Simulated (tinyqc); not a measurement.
Lorentz oscillators and the Kramers-Kronig relations: one step. Optical constants. Three cases, with inputs chosen for the exercise.

Question. Convert eps at the photon energy E into the optical constants.

n + i k = sqrt(eps1 + i eps2) with k >= 0; R = ((n - 1)^2 + k^2)/((n + 1)^2 + k^2) at normal incidence from vacuum; alpha = 2 E k/(hbar c), times 1e8 for 1/cm; loss function Im(-1/eps) = eps2/(eps1^2 + eps2^2).

Constants: hbar c = 1973.269805 eV angstrom.

Case 1.

Values chosen (out of a larger set: line positions loosely like those of GaAs; Lorentz tails absorb below the gap, where the real solid is clear; not measured data): E = 3.26 eV (photon energy).

eps(E) = 1.455939+7.529803i

Case 2.

Values chosen: E = 0.97 eV (photon energy).
eps(E) = 1.737498+0.011472i

Case 3.

Values chosen: E = 1.38 eV (photon energy).
eps(E) = 7.708897+0.463106i

Give: n; k; R; alpha; loss function; vacuum wavelength hc/E (hc = 1239.841984 eV nm).

Answer.

Case 1.

n = 2.1360
k = 1.7626
R = 0.3398
alpha = 5.82e+05 1/cm
loss function = 0.1280
vacuum wavelength hc/E (hc = 1239.841984 eV nm) = 380.3 nm

The intensity falls to 1/e within 17.2 nm.

Case 2.

n = 1.3181
k = 0.0044
R = 0.0188
alpha = 428 1/cm
loss function = 0.0038
vacuum wavelength hc/E (hc = 1239.841984 eV nm) = 1278.2 nm

The intensity falls to 1/e within 2.34e+04 nm.

Case 3.

n = 2.7777
k = 0.0834
R = 0.2218
alpha = 1.17e+04 1/cm
loss function = 0.0078
vacuum wavelength hc/E (hc = 1239.841984 eV nm) = 898.4 nm

The intensity falls to 1/e within 858 nm.

Computed by tinyqc, one run a case: `OMP_NUM_THREADS=1 python tinyqc.py N N+1 out.jsonl` with N = 1650104, 1650167, 1650335; one thread of a shared Intel(R) Xeon(R) Processor @ 2.30GHz, about 0.2 s a run at most.
